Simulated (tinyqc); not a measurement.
Inside a calculation. Method: Hubbard chain of 2 sites. Computed by tinyqc, a small Python program that keeps every step. Settings: hopping = 1.13, U = 4.9, mixing = 0.5, iteration cap = 86. Command: `OMP_NUM_THREADS=1 python tinyqc.py 31764 31765 out.jsonl` (the two numbers bound the seeds that draw the settings). One thread of a shared host (Intel(R) Xeon(R) Processor @ 2.60GHz), about 0.1 s of CPU time with the checks.

one-body matrix (hopping and site energies) (eV), order 1, 2:
```
[[-0.6500, -1.1300],
 [-1.1300, 0.3200]]
```

U = 4.9000 eV

electrons, up and down: [1, 1]

n(up) at the start (a guess, not normalised): [0.5000, 0.5000]

n(down) at the start (a guess): [0.5000, 0.5000]

Each step fills the lowest levels of T + U n(other spin) and sets n(new) = n + mixing (n(out) - n); stop when output and input agree to 1e-8.

Course of the cycle:
```
iteration     E (eV)  largest |n(out) - n(in)|  mean |n_up - n_down|
1           0.041750                  1.97e-01                0.0000
2          -0.141577                  9.78e-02                0.0000
3          -0.185838                  5.48e-02                0.0000
4          -0.199673                  2.98e-02                0.0000
5          -0.203773                  1.66e-02                0.0000
6          -0.205048                  9.19e-03                0.0000
7          -0.205437                  5.11e-03                0.0000
8          -0.205557                  2.83e-03                0.0000
9          -0.205593                  1.57e-03                0.0000
10         -0.205605                  8.70e-04                0.0000
11         -0.205608                  4.82e-04                0.0000
...              ...                       ...                   ...
20         -0.205610                  2.39e-06                0.0000
21         -0.205610                  1.33e-06                0.0000
22         -0.205610                  7.36e-07                0.0000
23         -0.205610                  4.08e-07                0.0000
24         -0.205610                  2.26e-07                0.0000
25         -0.205610                  1.25e-07                0.0000
26         -0.205610                  6.96e-08                0.0000
27         -0.205610                  3.86e-08                0.0000
28         -0.205610                  2.14e-08                0.0000
29         -0.205610                  1.19e-08                0.0000
30         -0.205610                  6.58e-09                0.0000
```

Can the last value be used, and what does the course show?

No, though the log alone does not show it. Converged in 30 iterations. But random starts reach -0.86848 eV, so this is another stationary point, not the lowest one. Reruns (cap 100 unless said): mixing 0.2: converged in 19 to a higher stationary point (E = -0.20561); mixing 0.9: not converged. Before convergence this energy mixes input and output and is not variational, so it may rise towards its limit.
